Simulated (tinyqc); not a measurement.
Worked calculation: Berg model of reactive sputtering of a nitride or oxide: poisoning, hysteresis and pumping speed. Computed by tinyqc, a small Python program that keeps every step. Command: `OMP_NUM_THREADS=1 python tinyqc.py 3025865 3025866 out.jsonl berg walk`. One thread of a shared host (Intel(R) Xeon(R) Processor @ 2.30GHz), about 0.05 s of CPU time with the checks. Intermediate numbers are printed to about 7 digits and carried at full precision; extremes and crossings named in words are read from the listed rows.

A diatomic gas reacts with bare metal on the target and on the collecting surfaces; ions remove metal and compound from the target. theta_t and theta_c are the compound fractions.

Inputs (values chosen for the exercise, close to those used for aluminium nitride):
```
quantity                          value     unit
ion current density J               5.5  mA/cm^2
target area A_t                     110     cm^2
collecting area A_c                2400     cm^2
metal yield Y_m                    0.84        -
compound yield Y_c                 0.15        -
sticking coefficient alpha         0.76        -
reactive atoms per metal atom z       1        -
gas mass M                           28        u
pumping speed S                      59      l/s
gas temperature T                   300        K
reactive partial pressure P      0.0094       Pa
```

Constants: e = 1.602176634e-19 C; u = 1.6605390666e-27 kg; k_B = 1.380649e-23 J/K.

## Steady state at the pressure P

Ion flux j = J/e; gas flux F = P/sqrt(2 pi M k_B T). Target: (2/z) alpha F (1 - theta_t) = j Y_c theta_t. Sputtered flows F_c = j Y_c theta_t A_t, F_m = j Y_m (1 - theta_t) A_t. Collector: (2/z) alpha F (1 - theta_c) A_c + F_c (1 - theta_c) = F_m theta_c. Gas use Q = alpha F [(1 - theta_t) A_t + (1 - theta_c) A_c] + P S/(k_B T); 1 sccm = 4.4780e17 molecules/s. Rate R = F_m + F_c, given relative to j Y_m A_t.

ion flux j = 3.432830e+16 1/(cm^2 s)

gas flux F = 2.702291e+16 1/(cm^2 s)

theta_t = 0.8886025

theta_c = 0.9964465

gas use (sccm): target 0.5619914, collector 0.3911360, pump 0.2990138

total flow Q = 1.252141 sccm

rate relative to clean metal = 0.2700765

The target is poisoned. The film is 99.6 % compound.

## Critical pumping speed

P is a single-valued function of the flow Q only if dQ/dP > 0 everywhere: S must exceed k_B T times the steepest fall of the surface terms with P.

pressure of the steepest fall = 0.001365066 Pa

critical pumping speed = 552.4416 l/s

S is 0.11 times the critical value: the flow curve is S-shaped and flow control shows hysteresis.

## The hysteresis loop

Turning points solve dQ/dP = 0; a jump keeps Q fixed; the width of the loop is the difference of the two turning flows.

Corners of the loop:
```
point                            P (Pa)  Q (sccm)    theta_t    theta_c  relative rate
edge of the metallic branch  0.00073447  1.968186  0.3839598  0.8021029      0.6846044
landing, poisoned            0.03933620  1.968186  0.9709140  0.9997767      0.2024635
edge of the poisoned branch  0.00906145  1.251804  0.8849194  0.9961935      0.2731019
landing, metallic            0.00016404  1.251804  0.1221925  0.3912454      0.8996276
```

width of the loop = 0.7163819 sccm

Raising the flow past 1.97 sccm drops the rate from 0.685 to 0.202; the metallic mode returns only below 1.25 sccm. The best film reachable on the metallic branch is 80 % compound, so the region between needs pressure feedback. The pressure P of the inputs lies on the poisoned branch.

## Flow curve at three pumping speeds

The formulas are those given above.

Pressure as the free variable:
```
P (Pa)      theta_t    theta_c  relative rate  Q at S_c/4 (sccm)  Q at S_c (sccm)  Q at 2 S_c (sccm)
0.000068  0.0545568  0.1987837      0.9551855           0.677543         0.692733           0.712987
0.000140  0.1061887  0.3502614      0.9127736           1.142735         1.174010           1.215709
0.000270  0.1864115  0.5323027      0.8468762           1.616678         1.676992           1.757412
0.000480  0.2894342  0.6975347      0.7622505           1.918843         2.026069           2.169037
0.000820  0.4103266  0.8252336      0.6629460           1.998664         2.181842           2.426079
0.001400  0.5429707  0.9118169      0.5539884           1.893281         2.206024           2.623014
0.002200  0.6511943  0.9549278      0.4650904           1.736779         2.228232           2.883502
0.003400  0.7426162  0.9778713      0.3899938           1.603844         2.363361           3.376052
0.005500  0.8235495  0.9904662      0.3235129           1.544402         2.773033           4.411209
0.011000  0.9032379  0.9973582      0.2580546           1.730622         4.187885           7.464236
```

At S_c/4 the flow falls with pressure in 4 of the intervals: as the target poisons, less metal arrives to getter the gas. At 2 S_c it rises throughout. Coverages and rate depend on P alone, not on S. The collector converts before the target (theta_c = 0.83 at theta_t = 0.41), since the metal is spread over a larger area and no ions clean it. The rate tends to Y_c/Y_m = 0.179.

Checks made by the program: gas taken up by surfaces against gas bound in the growing film (relative difference below 1e-10).
